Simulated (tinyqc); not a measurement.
Inside a calculation. Model: Stoner model of a band magnet at zero temperature. Computed by tinyqc, a small Python program that keeps every step. Command: `OMP_NUM_THREADS=1 python tinyqc.py 3000941 3000942 out.jsonl stoner walk`. One thread of a shared host (Intel(R) Xeon(R) Processor @ 2.30GHz), about 0.01 s of CPU time with the checks. Intermediate numbers are printed to about 5 digits and carried at full precision; extremes and crossings named in words are read from the listed rows.

Five orbitals per spin share one band; u = (E - E_bottom)/W runs from 0 to 1, and the states per spin, atom and energy are g = 5 d(u)/W with d = 1 - c cos(4 pi u). N(u) is the integral of d from 0. The moment m = n_up - n_down (electrons per atom) moves the fillings to n +/- m/10; the energy is E(m) = E_band(m) - I m^2/4.

Inputs (values chosen for the exercise, for a model d band):
```
quantity                    value  unit
band width W                    4    eV
filling n per spin orbital   0.35     -
Stoner parameter I          0.751    eV
depth c of the valley        0.47     -
start moment m0              0.93  mu_B
largest number of steps       600     -
```

Density of states: two peaks.

Constants: k_B = 8.617333262e-05 eV/K.

## The paramagnetic state

Solve N(u_F) = n; g_F = 5 d(u_F)/W; the Stoner product is I g_F.

u_F = 0.32091

g_F = 1.6193 1/eV

Stoner product I g_F = 1.2161

I g_F > 1: the paramagnet is unstable.

## Fixed-moment scan

For a moment m the Fermi levels of the two spins lie W [u(n + m/10) - u(n - m/10)] =: Delta apart; gbar = m/Delta is the mean density of states between them. A solution has I gbar = 1, is stable where gbar falls with m, or sits at saturation m_max = 10 min(n, 1 - n) if I gbar > 1 there. E_band(m) = 5 W [e(n + m/10) + e(n - m/10) - 2 e(n)], e = integral of u d(u) up to the Fermi level.

Against the moment:
```
m (mu_B)  Delta (eV)  I gbar  E(m) - E(0) (meV)
0.175         0.1083  1.2133             -1.016
0.525         0.3311  1.1909             -8.752
1.050         0.7122  1.1072            -28.944
1.575         1.2149  0.9736            -37.448
2.100         1.6939  0.9311            -15.133
2.625         2.0936  0.9416             16.804
3.150         2.5181  0.9394             51.150
3.500         2.8626  0.9182             84.245
```

I gbar runs between 0.918 and 1.213; the energy falls with m where it exceeds 1 and rises where it is below. The lowest row is m = 1.57, below the paramagnet.

## Self-consistent moment

Split the bands by Delta = I m, find the common Fermi level that keeps 10 n electrons, and read m(out) = 5 [N(u + Delta/(2W)) - N(u - Delta/(2W))], N clipped to 0 and 1. Start from m0 (at most 0.9 m_max, m_max = 10 min(n, 1 - n)); stop when m changes by less than 1e-8; moments under 1e-5 count as 0.

Iteration:
```
step  m in (mu_B)  Delta (eV)  m out (mu_B)
1          0.9300      0.6984        1.0332
2          1.0332      0.7759        1.1256
3          1.1256      0.8453        1.2039
4          1.2039      0.9041        1.2672
5          1.2672      0.9516        1.3166
...           ...         ...           ...
51         1.4614      1.0975        1.4614
52         1.4614      1.0975        1.4614
53         1.4614      1.0975        1.4614
54         1.4614      1.0975        1.4614
55         1.4614      1.0975        1.4614
```

moment m = 1.4614 mu_B

last change of m = 7.4418e-09

Both spin bands cross the Fermi level (a weak ferromagnet).

## Energy, splitting and spin polarisation

Exchange splitting = I m; P = (g_up - g_down)/(g_up + g_down) at the Fermi level, with d = 0 for a full or empty band. The Stoner temperature scale is I m/(4 k_B).

E(m) - E(0) = -38.360 meV

exchange splitting = 1.0975 eV

spin polarisation P = -0.45864

Stoner temperature scale = 3184.0 K

Minority electrons dominate at the Fermi level. Real Curie points lie far below such a temperature, since the moments disorder in direction long before they vanish.

Checks made by the program: the moment against the condition I gbar = 1 (relative difference 5e-09).
